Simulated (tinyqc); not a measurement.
Vacuum evaporation: vapour pressure, source flux, thickness distribution, purity and step coverage: one step, computed by the program tinyqc. Command: `OMP_NUM_THREADS=1 python tinyqc.py 3114277 3114278 out.jsonl evap walk`. One thread of a shared host (Intel(R) Xeon(R) Processor @ 2.30GHz), about 0.01 s of CPU time with the checks.

Molecular flow, unit sticking of the metal, no re-evaporation. The background gas is taken as water vapour (18.015 g/mol, collision diameter 0.37 nm) at 300 K.

Problem. Scattering and purity. Mean free path lambda = k_B T_g/(sqrt2 pi d^2 p); unscattered share exp(-h/lambda); gas arrival p/sqrt(2 pi m_g k_B T_g); impurity ratio = sticking x gas arrival/metal arrival; monolayer time = 1e15 cm^-2/(sticking x gas arrival).

Inputs (values chosen for the exercise, modelled on aluminium, with constants for the liquid):

| quantity | value | unit |
|---|---|---|
| source temperature T | 1510 | K |
| source-to-wafer distance h | 33 | cm |
| background pressure p | 6e-07 | Pa |
| sticking of background gas | 0.8 | - |

arrival rate at the centre = 6.724293e+15 1/(cm^2 s)

Constants: k_B = 1.380649e-23 J/K; u = 1.6605390666e-27 kg.

Give: mean free path; unscattered share; gas arrival rate; impurity ratio; monolayer time.

Solution.

mean free path = 11350 m

unscattered share = 1.0000

gas arrival rate = 2.150e+12 1/(cm^2 s)

impurity ratio = 2.558e-04

monolayer time = 581.3 s
